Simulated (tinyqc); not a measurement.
## FinFET, parasitic resistance, capacitance and delay: effect of the supply voltage

Nf fins under one contact; each has gated perimeter p = 2 Hf + Wf and cross-section A = Hf Wf; contact width Wc = Nf pf, stack height Hs = Hf. Contact length Lc = CPP - Lg - 2 Lsp, shared by two neighbouring gates. Source and drain sides are equal. The formulas are first-order estimates, not field solutions.

Epitaxy sheet resistance Rsh = re/te, transfer length LT = sqrt(rc/Rsh), contact Rc = [sqrt(rc Rsh)/Wc] coth(Lc/(2 LT)); extension of one fin Rx = rx Lsp/A. With N fins: gate Cg = Cinv p N Lg; per side, plate Cp = ks eps0 [Wc (Hs + Hc) - N A]/Lsp, top fringe Cf = (2/pi) ks eps0 Wc ln(1 + Lg/(2 Lsp)), overlap Co = Cinv p N Lov. One fin: I = p Q vx u/(1 + |u|^1.8)^(1/1.8), Q = Cinv n Vt ln(1 + exp((Vg' - VT + dl Vd')/(n Vt))), u = Vd' mu/(vx Lg), Vg' = Vgs - v, Vd' = Vds - 2 v, with the drop on each side v = Rc (sum of I) + Rx I. Ieff = [I(Vgs = Vdd, Vds = Vdd/2) + I(Vdd/2, Vdd)]/2, total currents. With Cs = Cp + Cf + Co, the load of an inverter of two such devices driving an equal one is CL = 2 (Cg + 2 Cs) + 4 Cs + Cw (own drains counted twice for the Miller effect); delay CL Vdd/(2 Ieff).

Values chosen for this exercise; values close to those of silicon logic devices: temperature T = 300 K; number of fins Nf = 3; fin height Hf = 46 nm; fin width Wf = 6 nm; fin pitch pf = 42 nm; contacted gate pitch CPP = 51 nm; gate length Lg = 18 nm; spacer length Lsp = 8 nm; relative permittivity of the spacer ks = 4; gate height above the channel stack Hc = 30 nm; contact resistivity rc = 6e-10 ohm cm^2; resistivity of the source-drain epitaxy re = 0.00021 ohm cm; current-carrying depth of the epitaxy te = 25 nm; resistivity of the extension rx = 0.00047 ohm cm; gate overlap Lov = 0.5 nm; inversion capacitance Cinv = 2.5 uF/cm^2; injection velocity vx = 1.1e7 cm/s; apparent mobility mu = 300 cm^2/(V s); threshold at zero drain voltage VT = 0.23 V; barrier lowering dl = 0.025 V/V; subthreshold factor n = 1.14; wire load Cw = 0.15 fF.

Constants: q = 1.602176634e-19 C, kB = 1.380649e-23 J/K, eps0 = 8.8541878128e-12 F/m, Vt = kB T/q. Results are converted to the units shown.

The same in every row: Rc (ohm) = 57.90; Rx/N (ohm) = 45.41; CL (aF) = 771.0.

Results:
```
Vdd (V)  Ieff (uA)  delay (ps)
0.45         87.23       1.989
0.55         138.5       1.531
0.65         194.0       1.291
0.85         308.0       1.064
0.95         365.3       1.003
```

Estimate the missing row, Vdd = 0.75 V.

Computed row:
```
Vdd (V)  Ieff (uA)  delay (ps)
0.75         250.8       1.153
```

With this row back in the table: As Vdd goes from 0.45 to 0.95 V, Ieff rises from 87.2 to 365 uA, CL stays at 771 aF and the delay falls from 1.99 to 1.00 ps.

tinyqc, about 0.04 s, one thread, Intel Xeon 2.30GHz (shared host): `OMP_NUM_THREADS=1 python tinyqc.py 2170110 2170111 out.jsonl`
